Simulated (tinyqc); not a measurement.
Size effects in the resistivity of thin metal films and interconnect lines: one step, computed by the program tinyqc. Command: `OMP_NUM_THREADS=1 python tinyqc.py 3030807 3030808 out.jsonl size walk`. One thread of a shared host (Intel(R) Xeon(R) Processor @ 2.30GHz), about 0.01 s of CPU time with the checks.

Electrons lose their drift at surfaces (a share 1 - p of the hits) and at grain boundaries (reflection R), besides bulk scattering. The line sits in a trench with a non-conducting liner on both walls and the bottom; the spacing equals the drawn width.

Question. Grain boundaries. Mayadas-Shatzkes: alpha = (lambda/D) R/(1 - R); rho_b/rho = 1 - 3 alpha/2 + 3 alpha^2 - 3 alpha^3 ln(1 + 1/alpha).

Inputs (values chosen for the exercise, modelled on iridium): bulk mean free path lambda = 7.21 nm; grain-boundary reflection R = 0.49.

Geometry: line.

grain size D = 45.76 nm

Give: alpha; rho/rho_b from grains.

Answer.

alpha = 0.1514

rho/rho_b from grains = 1.219

The linear estimate 1 + 3 alpha/2 gives 1.227, within 2 %.
